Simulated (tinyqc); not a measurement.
Abrupt p-n junction, non-linear Poisson equation by Newton steps: capacitance and field against bias.

One dimension, p side on the left, n side on the right; net doping C = -Na for x < 0 and +Nd for x > 0. The potential psi is counted from the intrinsic level, and the quasi-Fermi potentials are flat: 0 for holes and -V for electrons, so n = ni exp((psi + V)/Vt) and p = ni exp(-psi/Vt) (Boltzmann statistics, full ionisation, no current). Under reverse bias this makes the minority densities vanishingly small everywhere; they play no part in the charge.

The Poisson equation d/dx(eps0 eps_r dpsi/dx) = -q (p - n + C) is solved on a mesh of more than 1000 nodes that ends in neutral material (psi_p = -Vt ln(Na/ni), psi_n = Vt ln(Nd/ni) - V). C_j = q d/dV of the integral of p over x, from the linearised equation. ni = sqrt(Nc Nv) exp(-Eg/(2 Vt)), Eg in volts. Depletion approximation: Vbi = Vt ln(Na Nd/ni^2), W = sqrt(2 eps0 eps_r (Vbi - V)(1/Na + 1/Nd)/q), xp = W Nd/(Na + Nd), xn = W Na/(Na + Nd), peak field 2 (Vbi - V)/W, capacitance eps0 eps_r/W. The last column applies it to an abrupt Na-Nd junction.

Parameters, values chosen for the exercise; band and dielectric values those of a made-up semiconductor:
- T = 300 K (temperature)
- Eg = 1.18 eV (band gap)
- eps_r = 9.75 (relative permittivity)
- Nc = 5.4e17 cm^-3 (conduction-band density of states at T)
- Nv = 1.14e19 cm^-3 (valence-band density of states at T)
- Na = 4.8e17 cm^-3 (acceptor density of the p side)
- Nd = 3.9e15 cm^-3 (donor density of the n side)

Constants: q = 1.602176634e-19 C, kB = 1.380649e-23 J/K, Vt = kB T/q, eps0 = 8.8541878128e-14 F/cm where lengths are in cm. Results are converted to the units shown.

Capacitance and field against bias:

| V (V) | peak \|E\| (kV/cm) | C_j (nF/cm^2) | 1/C_j^2 (cm^4/uF^2) | eps0 eps_r/C_j (nm) | abrupt depletion C (nF/cm^2) |
|---|---|---|---|---|---|
| 0 | 50.92 | 17.35 | 3322 | 497.5 | 16.60 |
| -1.43 | 64.72 | 10.70 | 8734 | 806.8 | 10.56 |
| -2.86 | 77.13 | 8.421 | 1.410e4 | 1025 | 8.357 |
| -4.29 | 88.40 | 7.169 | 1.946e4 | 1204 | 7.131 |
| -5.71 | 98.66 | 6.354 | 2.477e4 | 1359 | 6.328 |
| -7.14 | 108.2 | 5.762 | 3.012e4 | 1498 | 5.743 |
| -8.57 | 117.1 | 5.310 | 3.547e4 | 1626 | 5.295 |
| -10 | 125.4 | 4.950 | 4.081e4 | 1744 | 4.938 |

With V going from 0 to -10 V, C_j falls from 17.4 to 4.95 nF/cm^2 and the peak field rises from 50.9 to 125 kV/cm. The slope of 1/C_j^2, read as N = 2/(q eps0 eps_r |slope|), gives 3.82e15 cm^-3 between the first two rows and 3.87e15 cm^-3 between the last two, against Na Nd/(Na + Nd) = 3.87e15 cm^-3; the slopes of all rows agree within 1 %, as for uniform doping at both edges. At the end C_j goes as (Vbi - V)^(-0.50) with Vbi = 0.971 V, and it is 0.24 % above the abrupt depletion formula (at the first row 4.5 % above it).

tinyqc, about 0.03 s, one thread, Intel Xeon 2.30GHz (shared host): `OMP_NUM_THREADS=1 python tinyqc.py 2000071 2000072 out.jsonl`
